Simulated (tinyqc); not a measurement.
Inside a calculation: band offset from the macroscopic average of a supercell potential. Values are carried at full precision from step to step, so a last printed digit may differ when a step is redone from the rounded ones.

A model of the planar-averaged electrostatic energy of an electron in a periodic cell of N1 periods of A (L1 = N1 n1 h) and N2 periods of B (L2 = N2 n2 h), on z_j = j h: V(z) = f VA + (1 - f) VB + F t(z), VA = V1[0] + V1[1] cos(2 pi z/(n1 h)) + V1[2] cos(4 pi z/(n1 h)), VB the same with V2, n2 and z - L1. f = [tanh(z/w) - tanh((z - L1)/w) + tanh((z - L1 - L2)/w)]/2 + 1/2; t(z) = z - L1/2 in A and (L1/L2)(L1 + L2/2 - z) beyond, so that the cell is periodic.

Constants: e^2/(4 pi eps0) = 14.39964547 eV angstrom.

Values chosen for the exercise (gaps near those of GaN and AlN; not measured data): h = 0.3 angstrom (grid step); n1 = 6 (grid points per period of A); n2 = 6 (grid points per period of B); N1 = 5 (periods of A); N2 = 5 (periods of B); V1 = (-7.81, 4.32, 0.05) eV (mean and two harmonics of the potential in A); V2 = (-10.88, 1.62, -0.48) eV (the same in B); w = 0.33 angstrom (width of the interfaces); F = 0 eV/angstrom (slope in A from opposite charges on the two interfaces); Ev1 = 7.47 eV (valence top of bulk A above its mean potential); Eg1 = (1.86, 3.62) eV (gap of A: semi-local value, corrected value); fv1 = 0.49 (share of the correction that lowers the valence top of A); Ev2 = 9.81 eV (valence top of bulk B above its mean potential); Eg2 = (4.07, 6.1) eV (gap of B: semi-local value, corrected value); fv2 = 0.43 (the same share for B); eps = 3.7 (dielectric constant at the interface).

## The planar average

Evaluate V on the grid, j = 0, 1, ...

V(z_j) (eV): [-6.590, -6.255, -10.032, -12.084, -9.996, -5.675, -3.440, -5.675, -9.995, -12.080, -9.995, -5.675, -3.440, -5.675, -9.995, -12.080, -9.995, -5.675, -3.440, -5.675, -9.995, -12.080, -9.995, -5.675, -3.440, -5.675, -9.996, -12.084, -10.032, -6.255, -6.590, -9.250, -11.413, -12.976, -11.449, -9.830, -9.740, -9.830, -11.450, -12.980, -11.450, -9.830, -9.740, -9.830, -11.450, -12.980, -11.450, -9.830, -9.740, -9.830, -11.450, -12.980, -11.450, -9.830, -9.740, -9.830, -11.449, -12.976, -11.413, -9.250]

## Running means

Running mean over n points, periodic: for odd n the plain mean of the n points centred on j; for even n the n + 1 points with half weight at both ends. The macroscopic average applies the mean over n1 points and then over n2 points.

Apply the first mean, then the second.

after the mean over n1 points (eV): [-9.345, -9.153, -8.737, -8.176, -7.865, -7.814, -7.811, -7.810, -7.810, -7.810, -7.810, -7.810, -7.810, -7.810, -7.810, -7.810, -7.810, -7.810, -7.810, -7.810, -7.810, -7.810, -7.810, -7.810, -7.811, -7.814, -7.865, -8.176, -8.737, -9.153, -9.345, -9.537, -9.953, -10.514, -10.825, -10.876, -10.879, -10.880, -10.880, -10.880, -10.880, -10.880, -10.880, -10.880, -10.880, -10.880, -10.880, -10.880, -10.880, -10.880, -10.880, -10.880, -10.880, -10.880, -10.879, -10.876, -10.825, -10.514, -9.953, -9.537]

macroscopic average (eV): [-9.345, -8.976, -8.659, -8.387, -8.147, -7.958, -7.851, -7.815, -7.810, -7.810, -7.810, -7.810, -7.810, -7.810, -7.810, -7.810, -7.810, -7.810, -7.810, -7.810, -7.810, -7.810, -7.810, -7.815, -7.851, -7.958, -8.147, -8.387, -8.659, -8.976, -9.345, -9.714, -10.031, -10.303, -10.543, -10.732, -10.839, -10.875, -10.880, -10.880, -10.880, -10.880, -10.880, -10.880, -10.880, -10.880, -10.880, -10.880, -10.880, -10.880, -10.880, -10.880, -10.880, -10.875, -10.839, -10.732, -10.543, -10.303, -10.031, -9.714]

Around the middle of B the first mean varies by 0 meV over five points and the second by 0 meV.

## The potential line-up

Read the macroscopic average in the middle of each region, j = 15 and j = 45, and its slope in A by a central difference over two points each way.

plateau in A = -7.810 eV
plateau in B = -10.880 eV
dV = B - A = -3.070 eV
slope in A = 0.000 eV/angstrom

The plateaus are flat, so the line-up is well defined.

## Band offsets

dEv = Ev(A) - Ev(B) = Ev1 - (dV + Ev2); dEc = Ec(B) - Ec(A) = Eg2 - Eg1 - dEv. The correction of a gap, c = Eg[1] - Eg[0], lowers the valence top by fv c and leaves dV, a ground-state quantity, as it is. Type I: dEv and dEc of one sign; II: opposite signs; III: no overlap of the gaps.

Give the offsets with semi-local and with corrected band edges.

dEv, dEc, semi-local (eV): [0.730, 1.480]

lowering of the valence tops of A and B (eV): [0.862, 0.873]

dEv, dEc, corrected (eV): [0.740, 1.740]

The correction moves dEv by +0.01 eV and dEc by +0.26 eV; the type stays I.

## The dipole behind the step

A step dV of the mean electron energy from A to B across an interface equals 4 pi (e^2/4 pi eps0) times a dipole per area p (in e angstrom per angstrom^2). For a change of 0.1 eV in dV, give the charge per area moved over 2 angstrom in a medium of dielectric constant eps: sigma = 0.1 eps/(4 pi (e^2/4 pi eps0) 2). 1 angstrom^-2 = 1e16 cm^-2.

|p| = 0.01697 e/angstrom
sigma = 1.02e+13 e/cm^2

With about 7e14 atoms per cm^2 in a plane (as on a silicon (100) face), 1.5 % of an electron per atom shifts the line-up by 0.1 eV.

## Checks

- Line-up in a cell of 14 + 14 periods without slope against V2[0] - V1[0] (eV): both -3.0700.

tinyqc: `OMP_NUM_THREADS=1 python tinyqc.py 1851173 1851174 out.jsonl`; about 0.01 s, one thread, shared Intel(R) Xeon(R) Processor @ 2.30GHz.
